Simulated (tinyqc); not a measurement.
Two-diode model of a solar cell: two steps of the calculation.

J is the current delivered and Vj = V + J Rs the junction voltage. J = X JL - J01 (exp(Vj/(n1 Vt)) - 1) - J02 (exp(Vj/(2 Vt)) - 1) - Vj/Rp. The photocurrent does not depend on voltage.

Values chosen for this exercise; values of the order met in cells of gallium arsenide:

| symbol | value | unit | meaning |
|---|---|---|---|
| T | 298.15 | K | temperature |
| JL | 28.3 | mA/cm^2 | photocurrent at one sun |
| X | 0.3 | suns | concentration |
| J01 | 5.4e-21 | A/cm^2 | saturation current of the first diode |
| n1 | 1 |  | ideality factor of the first diode |
| Rs | 0 | ohm cm^2 | series resistance |
| Rp | 400 | ohm cm^2 | shunt resistance |
| Pin | 100 | mW/cm^2 | incident power at one sun |
| J02 | 2.2e-12 | A/cm^2 | saturation current of the second diode (ideality 2) |

Constants: q = 1.602176634e-19 C, kB = 1.380649e-23 J/K, Vt = kB T/q. Results are converted to the units shown.

Task 1. New Vj. Maximum power: dP/dVj = f = J (1 + 2 Rs G) - G Vj = 0. G = -dJ/dVj = J01 exp(Vj/(n1 Vt))/(n1 Vt) + J02 exp(Vj/(2 Vt))/(2 Vt) + 1/Rp. H = dG/dVj; f' = -2 G - 2 Rs G^2 + (2 Rs J - Vj) H; Vj(new) = Vj - f/f'.

Vj after iteration 1 = 0.93342592 V

Give: J; G; H; f; f'; Vj after iteration 2.

Result 1.

J = 5.9536 mA/cm^2
G = 0.0070775 S/cm^2
H = 0.11362 S/(cm^2 V)
f = -0.65270 mA/cm^2
f' = -0.12021 S/cm^2
Vj after iteration 2 = 0.92800 V

Task 2. Figures of merit. Jsc at V = 0, Voc at J = 0, the maximum power point where J (1 + 2 Rs G) = G Vj with G = -dJ/dVj; FF = Vmp Jmp/(Voc Jsc); efficiency Vmp Jmp/(X Pin). Empirical fill factor without parasitics FF0 = (v - ln(v + 0.72))/(v + 1), v = Voc/(n1 Vt).

Give: Jsc; Voc; Vmp; Jmp; FF; efficiency; FF0.

Result 2.

Jsc = 8.4900 mA/cm^2
Voc = 1.0569 V
Vmp = 0.92755 V
Jmp = 5.9933 mA/cm^2
FF = 0.61952
efficiency = 18.530 %
FF0 = 0.88765

FF is 30 % below FF0. Removing one loss at a time changes the efficiency by: shunt +7.43, second diode +0.67 points.

tinyqc, about 0.01 s, one thread, Intel Xeon 2.30GHz (shared host): `OMP_NUM_THREADS=1 python tinyqc.py 2280019 2280020 out.jsonl`
